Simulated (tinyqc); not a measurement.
What moves the results: optical gain and spontaneous emission in a bulk direct-gap semiconductor. A value that a table varies takes the place of the one given here.

Parabolic bands, vertical transitions, no excitons. For each hole band j: mr = me mj/(me + mj); joint density of states J_j(E) = (mr/c)^(3/2) sqrt(E - Eg)/(2 pi^2), both spins, c = hbar^2/2m0; averaged matrix element |e.p|^2 = m0 Ep/6; alpha_j(E) = 4 pi^2 alpha_f c Ep J_j/(3 nr E) in 1/angstrom (alpha_f the fine-structure constant, listed as alpha among the constants), times 1e8 for 1/cm.

F_j(eta) = (1/Gamma(j + 1)) integral_0^infinity x^j dx/(1 + exp(x - eta)), which tends to exp(eta) for eta << 0.

Quasi-Fermi levels: n = Nc F_1/2(Fc/kT) and p = Nv F_1/2(Fv/kT), Fc counted up from the conduction edge and Fv down from the valence edge; Nc, Nv from N = 2 (m kB T/(4 pi c))^(3/2) with c = hbar^2/2m0, in 1/angstrom^3; times 1e24 for 1/cm^3, with me and (mhh^(3/2) + mlh^(3/2))^(2/3).

For band j the electron sits at Ee = (E - Eg) mr/me above its edge and the hole at Eh = (E - Eg) mr/mj; fe = 1/(1 + exp((Ee - Fc)/kT)), fh = 1/(1 + exp((Eh - Fv)/kT)); gain g = sum_j alpha_j (fe + fh - 1).

Spontaneous rate: R = integral of (nr E/(hbar c))^2/(pi^2 hbar) sum_j alpha_j fe fh dE, with alpha in 1/cm and (nr E/(hbar c))^2 in 1/cm^2 (1e16 per 1/angstrom^2); B = R/(n p); lifetime n/R.

Constants: hbar^2/2m0 = 3.80998211 eV angstrom^2; fine-structure constant alpha = 0.007297352564; kB = 8.617333262e-05 eV/K; hbar = 6.58211957e-16 eV s; hbar c = 1973.269805 eV angstrom.

Inputs chosen for the exercise (near those of GaN; shifted at random, so the results belong to these values and not to a real crystal):
- Eg = 3.429 eV (direct gap)
- me = 0.2074 m0 (electron mass)
- mhh = 1.435 m0 (heavy-hole mass)
- mlh = 0.2965 m0 (light-hole mass)
- Ep = 17 eV (Kane energy)
- nr = 2.65 (refractive index)
- T = 400 K
- n = 2.7e+19 1/cm^3 (injected density, n = p)

## Peak gain against injection

The peak is the largest g over E; a dash marks no gain.

Gain:
```
n (1/cm^3),Fc (eV),Fv (eV),peak gain (1/cm),peak E - Eg (eV),B (cm^3/s)
5.0e+18,0.0272,-0.0914,-,-,3.52e-11
8.0e+18,0.0530,-0.0747,-,-,3.30e-11
1.1e+19,0.0733,-0.0632,69,0.0035,3.12e-11
1.4e+19,0.0908,-0.0544,455,0.0132,2.95e-11
1.8e+19,0.1115,-0.0451,1071,0.0254,2.76e-11
2.3e+19,0.1346,-0.0358,1847,0.0395,2.56e-11
3.0e+19,0.1635,-0.0255,2862,0.0573,2.32e-11
4.0e+19,0.2006,-0.0139,4147,0.0791,2.06e-11
```

transparency density (Fc + Fv = 0) = 9.97e+18 1/cm^3

Gain starts at 9.97e+18 1/cm^3, where Fc = -Fv = 0.0668 eV: with Nv/Nc = 20 the electrons must be degenerate before the holes are. The slope of peak gain against n is 1.29e-16 cm^2 between the first two rows with gain and 1.29e-16 between the last two; the peak moves from 0.0035 to 0.0791 eV above the gap as the bands fill, and B falls by a factor 1.71. Line broadening and gap shrinkage are left out.

## Gain spectrum

At the density n.

Spectrum:
```
E - Eg (eV),"alpha, empty (1/cm)","fe, heavy","fh, heavy",g (1/cm)
0.005,3943,0.986,0.294,1093
0.010,5568,0.984,0.290,1497
0.020,7852,0.980,0.282,1978
0.030,9589,0.974,0.275,2251
0.045,11693,0.963,0.264,2428
0.060,13444,0.947,0.254,2396
0.080,15436,0.914,0.240,2051
0.100,17160,0.865,0.227,1326
0.130,19400,0.750,0.208,-654
0.170,21939,0.522,0.185,-5166
0.220,24615,0.235,0.159,-12374
```

Fc + Fv = 0.1219 eV

g is positive below E - Eg = 0.1219 eV; the largest value listed is 2428 1/cm at 0.045 eV. At 0.220 eV above the gap g is -0.50 times the absorption of the empty crystal, whose limit is -1.

## Transparency density and B against temperature

Eg is held fixed; B is taken at n = 1e15 1/cm^3.

Results:
```
T (K),transparency density (1/cm^3),Fc/kT there,B (cm^3/s)
100,1.25e+18,1.937,3.13e-10
150,2.29e+18,1.937,1.71e-10
200,3.53e+18,1.937,1.11e-10
250,4.93e+18,1.937,7.97e-11
300,6.48e+18,1.937,6.07e-11
350,8.16e+18,1.937,4.83e-11
400,9.97e+18,1.937,3.96e-11
500,1.39e+19,1.937,2.84e-11
```

Fc/kT at transparency stays at 1.937, since it depends on Nv/Nc alone, so the density goes as T^1.50. B goes as T^-1.49, against T^-1.5 for non-degenerate carriers: hot carriers spread over k and fewer pairs share a wave vector.

## What moves transparency and gain

Transparency is Fc + Fv = 0; the peak is the largest g over E at the density n (0 if none). Each row changes one parameter from the base and keeps the others.

Results:
```
case,transparency density (1/cm^3),Fc + Fv (eV),peak gain (1/cm)
base,9.97e+18,0.1219,2439
me = 0.2385 m0,1.14e+19,0.1001,2453
mhh = 0.861 m0,7.78e+18,0.1493,4056
Ep = 18.7 eV,9.97e+18,0.1219,2683
T = 440 K,1.15e+19,0.1113,1999
n = 3.51e+19 1/cm^3,9.97e+18,0.1637,3541
nr = 2.78,9.97e+18,0.1219,2325
```

The largest shifts from the base row, up to three for each result and ties (the steps differ in size, so this ranks the rows, not the parameters). transparency density (1/cm^3): mhh -2.20e+18, T +1.53e+18, me +1.43e+18; unchanged at the printed digits by Ep, n and nr. Fc + Fv (eV): n +0.0419, mhh +0.0274, me -0.0218; unchanged at the printed digits by Ep and nr. peak gain (1/cm): mhh +1617, n +1102, T -440.

Run: tinyqc, `OMP_NUM_THREADS=1 python tinyqc.py 1680453 1680454 out.jsonl`; Intel(R) Xeon(R) Processor @ 2.30GHz, one thread, shared host; about 0.09 s of CPU time with all checks.
